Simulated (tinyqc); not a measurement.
Stacked nanosheet transistor, parasitic resistance, capacitance and delay: two steps of the calculation.

Ns sheets share one contact on top; each has perimeter p = 2 (Ws + ts) and cross-section A = Ws ts; contact width Wc = Ws + 10 nm, stack height Hs = Ns pv. Sheet 1 is the top one. Contact length Lc = CPP - Lg - 2 Lsp, shared by two neighbouring gates. Source and drain sides are equal. The formulas are first-order estimates, not field solutions.

Parameters, values chosen for the exercise; values close to those of silicon logic devices: temperature T = 300 K; number of sheets Ns = 2; sheet width Ws = 30 nm; sheet thickness ts = 7 nm; vertical pitch of the sheets pv = 14 nm; vertical resistance between sheet levels rv = 195 ohm; gate length Lg = 16 nm; spacer length Lsp = 8 nm; relative permittivity of the spacer ks = 3.3; gate height above the channel stack Hc = 15 nm; gate overlap Lov = 1 nm; inversion capacitance Cinv = 3.1 uF/cm^2; injection velocity vx = 9.1e6 cm/s; apparent mobility mu = 320 cm^2/(V s); threshold at zero drain voltage VT = 0.27 V; barrier lowering dl = 0.063 V/V; subthreshold factor n = 1.28; wire load Cw = 0.28 fF; supply voltage Vdd = 0.75 V.

Constants: q = 1.602176634e-19 C, kB = 1.380649e-23 J/K, eps0 = 8.8541878128e-12 F/m, Vt = kB T/q. Results are converted to the units shown.

Question 1. Capacitances. With N sheets: gate Cg = Cinv p N Lg; per side, plate Cp = ks eps0 [Wc (Hs + Hc) - N A]/Lsp, top fringe Cf = (2/pi) ks eps0 Wc ln(1 + Lg/(2 Lsp)), overlap Co = Cinv p N Lov. Cs = Cp + Cf + Co. An inverter of two such devices driving an equal one has the load CL = 2 (Cg + 2 Cs) + 4 Cs + Cw (its own drains counted twice for the Miller effect).

Find: Cg; Cp; Cf; Co; CL.

Answer 1.

Cg = 73.41 aF
Cp = 4.748 aF
Cf = 0.5157 aF
Co = 4.588 aF
CL = 505.6 aF

The channel capacitance gives 29.0 % of CL, the parasitic parts 15.6 % and the wire 55.4 %.

Question 2. Sheet currents at Vgs = Vdd, Vds = Vdd/2. One sheet: I = p Q vx u/(1 + |u|^1.8)^(1/1.8), Q = Cinv n Vt ln(1 + exp((Vg' - VT + dl Vd')/(n Vt))), u = Vd' mu/(vx Lg), Vg' = Vgs - v, Vd' = Vds - 2 v, with the drop on each side v_j = Rc sum I + rv (sum over levels k = 2..j of the current of sheets k..Ns) + Rx I_j. I(new) = I(out).

I after iteration 1 (uA): sheet 1 103.84510, sheet 2 103.84510
Rc = 589.98850 ohm
Rx = 304.76190 ohm

Wanted: drop v; I(out); I after iteration 2.

Answer 2.

drop v (mV): sheet 1 154.2, sheet 2 174.4
I(out) (uA): sheet 1 54.93, sheet 2 30.94
I after iteration 2 (uA): sheet 1 54.93, sheet 2 30.94

tinyqc, about 0.04 s, one thread, Intel Xeon 2.30GHz (shared host): `OMP_NUM_THREADS=1 python tinyqc.py 2170026 2170027 out.jsonl`
